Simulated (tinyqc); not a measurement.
Stretching all distances: RHF, UHF, MP2, CISD and CCSD against full CI in the sto-6g basis, for H2, spin multiplicity 1. Computed by the program tinyqc with PySCF. Command: `OMP_NUM_THREADS=1 python tinyqc.py 115766 115767 out.jsonl`; one thread of a shared host (Intel(R) Xeon(R) Processor @ 2.60GHz), about 5 s.

Geometry (angstrom):
```
atom       x       y       z
H     0.0000  0.0000  0.0000
H     0.0000  0.0000  0.6620
```

All coordinates are multiplied by the scale. c0^2 is the weight of the RHF determinant in the lowest singlet FCI state (UHF is spin-contaminated and may lie near states of higher spin) and n(LUMO) the first natural occupation beyond the occupied space.

Full CI energy (hartree) and errors against it (kcal/mol):
```
scale  distance 1-2 (angstrom)    E(FCI)     RHF     UHF     MP2   CISD   CCSD  <S^2> UHF   c0^2  n(LUMO)
0.900                    0.596  -1.12407   9.451   9.451   3.078  0.000  0.000      0.000  0.993    0.015
1.050                    0.695  -1.14465  11.722  11.722   4.096  0.000  0.000      0.000  0.989    0.022
1.200                    0.794  -1.14312  14.487  14.487   5.389  0.000  0.000      0.000  0.985    0.031
1.350                    0.894  -1.12975  17.829  17.829   7.011  0.000  0.000      0.000  0.978    0.044
1.500                    0.993  -1.11037  21.835  21.835   9.017  0.000  0.000      0.000  0.970    0.061
1.640                    1.086  -1.08994  26.248  26.248  11.282  0.000  0.000      0.000  0.959    0.082
1.790                    1.185  -1.06762  31.767  31.281  14.166  0.000  0.000      0.116  0.945    0.111
1.940                    1.284  -1.04621  38.153  32.225  17.539  0.000  0.000      0.370  0.926    0.147
2.090                    1.384  -1.02660  45.415  29.900  21.381  0.000  0.000      0.551  0.904    0.192
```

UHF parts from RHF first at scale 1.79 of those listed, where <S^2> leaves zero. The weight c0^2 goes from 0.99 to 0.90 and n(LUMO) from 0.01 to 0.19: static correlation grows as the bonds break into open-shell fragments. The spread of the error along the curve, which distorts its shape, is CISD 0.0, CCSD 0.0, MP2 18.3, UHF 22.8, RHF 36.0 kcal/mol. With two electrons CISD and CCSD are exact.
